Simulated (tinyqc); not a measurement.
Switching kinetics of a ferroelectric film and the memory window of a ferroelectric gate stack: one step, computed by the program tinyqc.

Fields in MV/cm; 1 microcoulomb/cm^2 over eps_0 is 11.29409 MV/cm. In the stack (metal, ferroelectric, interlayer, channel) the channel is taken as a conductor.

Task: Fields in the stack. Series stack: V = E_F t_F + E_I t_I and eps_I E_I = eps_F E_F + (1 - s) P/eps_0. Before switching P = -P_r, after it P = +P_s; in retention V = 0 and P = +P_r.

Inputs (values chosen for the exercise, for a model film):
```
quantity                                 value               unit
saturation polarisation P_s                 30  microcoulomb/cm^2
ratio P_r/P_s                             0.74                  -
coercive field E_c                         1.3              MV/cm
permittivity of the ferroelectric eps_F     24                  -
thickness t_F                              8.7                 nm
permittivity of the interlayer eps_I       3.9                  -
interlayer thickness t_I                  0.76                 nm
share s of P screened by trapped charge   0.67                  -
pulse height V                             3.3                  V
breakdown field of the interlayer           16              MV/cm
```

Give: E_F before switching; E_F after switching; E_I after switching; depolarising field in retention; depolarising field over E_c.

Result:

E_F before switching = 3.672 MV/cm

E_F after switching = 0.8381 MV/cm

E_I after switching = 33.83 MV/cm

depolarising field in retention = 1.205 MV/cm

depolarising field over E_c = 0.9272

Caution: the interlayer field exceeds its breakdown field, so charge injection would change the fields. Caution: E_F after switching lies below E_c, so switching stalls before P_s and that state is not reached.
